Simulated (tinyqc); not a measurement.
Anisotropic elasticity and sound waves of a cubic crystal: one step, computed by the program tinyqc.

Voigt order 1..6 = xx, yy, zz, yz, xz, xy, with engineering shear strains. The rotated frame has x' as named, z' along the wafer normal and y' = z' x x'.

Problem. Sound waves along the wave normal. In the cube axes, with unit normal n: G_ij = (C12 + C44) n_i n_j + (C44 - H n_i^2) delta_ij, eigenvalues rho v^2, eigenvectors u (columns, largest component positive). Group velocity V_i = [(C12 + C44)(u.n) u_i + C44 n_i - H u_i^2 n_i]/(rho v); its angle to n has cosine v/|V|.

Inputs (values chosen for the exercise, modelled on gold): C12 = 162.4 GPa; C44 = 41.41 GPa; density rho = 19.22 g/cm^3.

Frame: (110) wafer, x' along [1-11].

wave normal (not normalised): [1, 1.5, 2.2]

H = 51.42 GPa

Give: Christoffel matrix; phase velocities; polarisations; group speeds; angles between V and n.

Solution.

Christoffel matrix (GPa), rows x, y, z:
```
[[60.25, 37.79, 55.42],
 [37.79, 83.79, 83.14],
 [55.42, 83.14, 132.58]]
```

phase velocities (m/s): [1042.6, 1314.6, 3402.5]

polarisations, rows x, y, z, columns slow, fast, longitudinal:
```
[[0.21358, 0.89923, 0.38181],
 [0.72991, -0.40665, 0.54942],
 [-0.64932, -0.16134, 0.74321]]
```

group speeds (m/s): [1199.1, 1479.9, 3413.2]

angles between V and n (degree): [29.594, 27.339, 4.542]

Energy flows off the wave normal by up to 29.6 degrees, for the slow transverse wave.
